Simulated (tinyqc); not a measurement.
Electron mobility of a polar semiconductor by Rode's iterative solution of the Boltzmann equation: one step, computed by the program tinyqc. Command: `OMP_NUM_THREADS=1 python tinyqc.py 3011051 3011052 out.jsonl rode walk`. One thread of a shared host (Intel(R) Xeon(R) Processor @ 2.30GHz), about 0.01 s of CPU time with the checks.

The distribution is f(E) + e F l(E) (-df/dE) cos(theta) for a weak field F, theta counted from the force; l(E) is a mean free path. Elastic processes enter by their momentum rate, polar optical phonons by out- and in-scattering terms. One valley only: where upper valleys lie close, measured mobilities are lower. The density n is prescribed, even where a narrow-gap material would have more intrinsic carriers.

Task: Fermi level and screening. Kane band: hbar^2 k^2/(2 m) = E (1 + alpha E), speed v = hbar k/(m (1 + 2 alpha E)), states per spin, volume and energy g(E) = m k (1 + 2 alpha E)/(2 pi^2 hbar^2); overlap factors are set to 1. Masses are multiplied by m_0 and all formulas are in SI units. The reduced Fermi level eta = E_F/(k_B T) solves n = 2 Z int g f dE with f = 1/(1 + exp(x - eta)) (Z = 1 unless valleys are given); screening length L_s = sqrt(eps_s eps_0 k_B T/(e^2 dn/deta)), dn/deta = 2 Z int g f (1 - f) dE. Integrals over x = E/(k_B T) use 160 Gauss-Legendre points in u = sqrt(x) from 0 to sqrt(max(eta, 0) + 32). N_I = n (1 + C)/(1 - C).

Inputs (values chosen for the exercise, modelled on InAs): effective mass m = 0.0228 m_0; non-parabolicity alpha = 2.3 1/eV; static permittivity eps_s = 15.1; electron density n = 5.9e+17 1/cm^3; compensation ratio C = 0; temperature T = 150 K.

Band: Kane. Elastic processes: acoustic, piezoelectric, impurity.

Constants: k_B = 8.617333262e-05 eV/K; m_0 = 9.1093837015e-31 kg; e = 1.602176634e-19 C; hbar = 1.054571817e-34 J s; eps_0 = 8.8541878128e-12 F/m; k_B = 1.380649e-23 J/K.

Give: reduced Fermi level eta; screening length L_s; ionised impurity density N_I.

Result:

reduced Fermi level eta = 6.968

screening length L_s = 8.712 nm

ionised impurity density N_I = 5.90e+17 1/cm^3

Caution: the gas is degenerate, and screening of the polar coupling, left out here, would raise the mobility.
